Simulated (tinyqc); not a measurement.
# Fully depleted semiconductor-on-insulator film with two gates, non-linear Poisson equation by Newton steps: what changes with what

One dimension across the film, front interface at x = 0, back interface at x = ts. psi is counted from the intrinsic level, n = ni exp(psi/Vt) (source grounded), holes neglected, acceptors ionised. Gates act through Cox = eps0 eox/tox and Cbox = 3.9 eps0/tb with potentials G1 = Vg - (phiM - chi - Vt ln(Nc/ni)) and G2 = Vb - (phiB - chi - Vt ln(Nc/ni)). Classical Boltzmann densities, no interface charge, no depletion in the back plane.

Parameters, values chosen for the exercise; band and dielectric values close to those of In0.53Ga0.47As: temperature T = 300 K; band gap Eg = 0.745 eV; relative permittivity eps_r = 13.9; conduction-band density of states at T Nc = 2.09e17 cm^-3; valence-band density of states at T Nv = 7.74e18 cm^-3; electron affinity chi = 4.58 eV; relative permittivity of the gate insulator (close to silicon dioxide) eox = 3.9; insulator thickness tox = 1.3 nm; film thickness ts = 28 nm; buried-oxide thickness (eps_r 3.9) tb = 130 nm; acceptor density of the film Na = 1e15 cm^-3; work function of the front gate phiM = 5.23 eV; work function of the back plane phiB = 5.28 eV; back-gate voltage Vb = 1.5 V.

Constants: q = 1.602176634e-19 C, kB = 1.380649e-23 J/K, Vt = kB T/q, eps0 = 8.8541878128e-14 F/cm where lengths are in cm. Results are converted to the units shown.

Each table varies one quantity; the others keep the values above.

## Charge against front-gate voltage

ni = sqrt(Nc Nv) exp(-Eg/(2 Vt)), Eg in volts. The Poisson equation eps0 eps_r d2psi/dx2 = q (n + Na), with -eps0 eps_r dpsi/dx = Cox (G1 - psi) at x = 0 and eps0 eps_r dpsi/dx = Cbox (G2 - psi) at x = ts, is solved on 300 equal intervals with half boxes at both ends; N_inv is the trapezoid sum of n. Swing = ln 10/(d ln N_inv/dVg); the last column is (dN_inv/dVb)/(dN_inv/dVg).

Charge against front-gate voltage:
columns A: Vg (V); B: psi front (V); C: psi back (V); D: N_inv (cm^-2); E: centroid/ts; F: swing (mV/decade); G: q dN_inv/dVg over Cox; H: back/front leverage
```
A          B        C        D       E       F        G       H
0.19  -0.123  -0.0519   9.01e4   0.704    62.6  2.00e-7  0.0516
0.34  0.0260   0.0882   2.25e7   0.684    62.5  5.00e-5  0.0504
0.49   0.174    0.227   5.39e9   0.659    65.4   0.0114  0.0486
0.64   0.309    0.312  2.46e11   0.510     151    0.227  0.0329
0.79   0.398    0.326  1.26e12   0.260     302    0.579  0.0164
0.94   0.444    0.328  2.97e12   0.151     536    0.770  0.0126
1.09   0.472    0.329  5.00e12   0.105     816    0.851  0.0115
1.24   0.491    0.329  7.17e12  0.0799  1.12e3    0.893  0.0110
1.39   0.505    0.330  9.43e12  0.0649  1.43e3    0.917  0.0107
```

Read the table: what changes, and by how much?

N_inv passes 1e11 cm^-2 at Vg = 0.590 V. The swing starts at 62.6 mV a decade, against (1 + k) Vt ln 10 = 60.1 for a front channel with k = Cs Cbox/(Cox (Cs + Cbox)) = 0.00943, Cs = eps0 eps_r/ts; above threshold this column is no longer a subthreshold swing. The centroid falls from 0.704 to 0.0649 of ts and the leverage of the back gate falls from 0.0516 to 0.0107. For Vg = 0.64, 0.79, 0.94, 1.09, 1.24, 1.39 the density at an interface exceeds 0.3 Nc, where Boltzmann statistics fail. For Vg = 1.09, 1.24, 1.39 the classical centroid lies within 3 nm of an interface, where confinement, left out, would push it away.

## Threshold and coupling against the back-gate voltage

VT is the Vg for N_inv = 1e11 cm^-2; -dVT/dVb from the linearised equation. Limits with Cs = eps0 eps_r/ts: front channel Cs Cbox/(Cox (Cs + Cbox)), back channel Cbox (Cox + Cs)/(Cox Cs). Swing at N_inv = 1e8 cm^-2.

The same in every row: front-channel limit = 0.00943; back-channel limit = 0.0704.

Threshold and coupling against the back-gate voltage:
```
Vb (V)  VT (V)  centroid/ts at VT  -dVT/dVb  swing (mV/decade)
-8       0.770             0.0509    0.0123               60.3
-6       0.745             0.0657    0.0131               60.3
-4       0.717             0.0928    0.0146               60.4
-2       0.685              0.156    0.0180               60.7
0        0.641              0.342    0.0276               61.6
2        0.568              0.668    0.0462               62.8
4        0.460              0.851    0.0596               63.3
6        0.336              0.911    0.0642               63.5
8        0.205              0.937    0.0661               63.6
```

As Vb goes from -8 to 8, VT falls from 0.770 to 0.205 V, the centroid rises from 0.0509 to 0.937 of ts and -dVT/dVb rises from 0.0123 to 0.0661. The coupling covers 4.73 % of the way from the front-channel to the back-channel limit in the first row and 93.0 % in the last. A positive back bias draws the electrons to the back interface, where the back gate has more leverage and the front gate less, so the swing worsens.

Numbers from tinyqc (`OMP_NUM_THREADS=1 python tinyqc.py 2190054 2190055 out.jsonl`; about 0.4 s on one thread of a shared Intel Xeon 2.30GHz).
